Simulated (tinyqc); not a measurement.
p-n diode with diffusion and depletion-layer recombination: currents and ideality against junction voltage.

Abrupt junction in the depletion approximation, low injection, full ionisation, neutral widths fixed, ohmic contact on the p side. Vj is the junction voltage; where a series resistance Rs is given, V = Vj + J Rs is the terminal voltage.

ni = sqrt(Nc Nv) exp(-Eg/(2 Vt)), Eg in volts; D = mu Vt; Ln = sqrt(Dn tn), Lp = sqrt(Dp tp); J0n = q ni^2 Dn coth(wp/Ln)/(Ln Na); J0p = (q ni^2 Dp/(Lp Nd)) (s + tanh(wn/Lp))/(1 + s tanh(wn/Lp)), s = Sp Lp/Dp. J_diff = (J0n + J0p)(exp(Vj/Vt) - 1). Vbi = Vt ln(Na Nd/ni^2), W = sqrt(2 eps0 eps_r (Vbi - Vj)(1/Na + 1/Nd)/q), xp = W Nd/(Na + Nd), xn = W Na/(Na + Nd); u(x) = q Na (x + xp)^2/(2 eps0 eps_r) for x < 0 and Vbi - Vj - q Nd (xn - x)^2/(2 eps0 eps_r) for x > 0; p = Na exp(-u/Vt), n = Nd exp((u - Vbi + Vj)/Vt); U = ni^2 (exp(Vj/Vt) - 1)/(tp (n + ni exp(Et/Vt)) + tn (p + ni exp(-Et/Vt))); J_scr = q times the integral of U from -xp to xn. J = J_diff + J_scr. Ideality = (1/Vt) dVj/d ln J or (1/Vt) dV/d ln J; last column ni^2 exp(Vj/Vt)/N^2.

Values chosen for this exercise; band and dielectric values close to those of silicon:
```
symbol,value,unit,meaning
T,293,K,temperature
Eg,1.12,eV,band gap
eps_r,11.6,,relative permittivity
Nc,2.67e19,cm^-3,conduction-band density of states at T
Nv,2.58e19,cm^-3,valence-band density of states at T
Na,1.8e18,cm^-3,acceptor density
Nd,1.4e16,cm^-3,donor density
mun,240,cm^2/(V s),electron mobility in the p side
mup,370,cm^2/(V s),hole mobility in the n side
tn,5e-8,s,electron lifetime
tp,4e-6,s,hole lifetime
wp,0.2,um,neutral width of the p side
wn,3.5,um,neutral width of the n side
Sp,1e7,cm/s,recombination velocity at the n contact
Rs,0.00052,ohm cm^2,series resistance
Et,0.07,eV,trap level above the intrinsic level
```

Constants: q = 1.602176634e-19 C, kB = 1.380649e-23 J/K, Vt = kB T/q, eps0 = 8.8541878128e-14 F/cm where lengths are in cm. Results are converted to the units shown.

Currents and ideality against junction voltage:
columns A: Vj (V); B: J_diff (A/cm^2); C: J_scr (A/cm^2); D: J (A/cm^2); E: V (V); F: ideality against Vj; G: ideality against V; H: minority/doping, lighter side
```
A            B         C         D       E      F      G         H
0.22  7.561e-8  1.207e-7  1.963e-7  0.2200  1.246  1.246  1.162e-9
0.28  8.141e-7  5.431e-7  1.357e-6  0.2800  1.194  1.194  1.251e-8
0.34  8.765e-6  2.098e-6  1.086e-5  0.3400  1.095  1.095  1.347e-7
0.4   9.436e-5  7.620e-6  1.020e-4  0.4000  1.036  1.036  1.450e-6
0.46  0.001016  2.730e-5  0.001043  0.4600  1.012  1.012  1.561e-5
0.52   0.01094  9.855e-5   0.01103  0.5200  1.004  1.004  1.681e-4
0.58    0.1177  3.627e-4    0.1181  0.5801  1.001  1.004  0.001809
0.64     1.267  0.001375     1.269  0.6407  1.000  1.027   0.01948
0.7      13.64  0.005411     13.65  0.7071  1.000  1.281    0.2097
```

The ideality against Vj falls from 1.25 to 1.00. Diffusion overtakes recombination in the layer between Vj = 0.22 and 0.28 V. J_scr alone has an ideality of 1.58 between the first two rows and 1.73 between the last two. From Vj = 0.7 V the series resistance raises the terminal ideality by over a tenth; there J Rs = 0.28 Vt. Rows from Vj = 0.7 V on lie beyond low injection.

tinyqc, about 0.01 s, one thread, Intel Xeon 2.30GHz (shared host): `OMP_NUM_THREADS=1 python tinyqc.py 2260045 2260046 out.jsonl`
